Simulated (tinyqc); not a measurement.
Solubility, supersaturation, precipitation and gettering of an impurity in a silicon-like host: one step, computed by the program tinyqc.

The wafer was saturated at T1 and is then held at T.

Question. Growing precipitates. Growing sinks: with y = r/r_f and y0 = r0/r_f, dy/dt = (1 - y^3)/(3 tau_f y), which integrates to t/tau_f = F(y) - F(y0), F(y) = (1/2) ln[(1 + y + y^2)/(1 - y)^2] - sqrt(3) arctan[(2y + 1)/sqrt(3)]; the share of the excess left is (1 - y^3)/(1 - y0^3), and C(t) = C_eq + (C0 - C_eq) x share.

Inputs (values chosen for the exercise, for a model impurity):

| quantity | value | unit |
|---|---|---|
| temperature of saturation T1 | 1300 | K |
| anneal temperature T | 761 | K |
| initial sink radius r0 | 3 | nm |
| anneal time t | 7.9 | s |

final radius r_f = 3.166814 nm

tau_f = 18.43579 s

C_eq(T) = 196675.5 1/cm^3

C0 = 7.256229e+13 1/cm^3

Give: radius at t; share of the excess left; C(t) with growing sinks.

Answer.

radius at t = 3.058 nm

share of the excess left = 0.6635

C(t) with growing sinks = 4.815e+13 1/cm^3

33.6 % of the excess has precipitated. Caution: the barrier to homogeneous nucleation is below 35 k_B T for these inputs, so new precipitates would form and outnumber the fixed sinks assumed here.
